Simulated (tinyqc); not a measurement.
Polarisation charge from two barrier thicknesses.

Problem. Voff = phiB - dEc - q sigma d/(eps0 eb). Find sigma, phiB - dEc and the thickness at which Voff = 0.

Constants: q = 1.602176634e-19 C, eps0 = 8.8541878128e-14 F/cm where lengths are in cm. Results are converted to the units shown.

Voff at d = 15 and 27 nm (V): -2.4824988  -5.0996979
eb = 9.2231000

Answer. Voff is a straight line in d: its slope is -q sigma/(eps0 eb) and its intercept phiB - dEc.

sigma = 1.112e13 cm^-2
phiB - dEc = 0.7890 V
thickness for Voff = 0 = 3.618 nm

Numbers from tinyqc (`OMP_NUM_THREADS=1 python tinyqc.py 2180121 2180122 out.jsonl`; about 0.01 s on one thread of a shared Intel Xeon 2.30GHz).
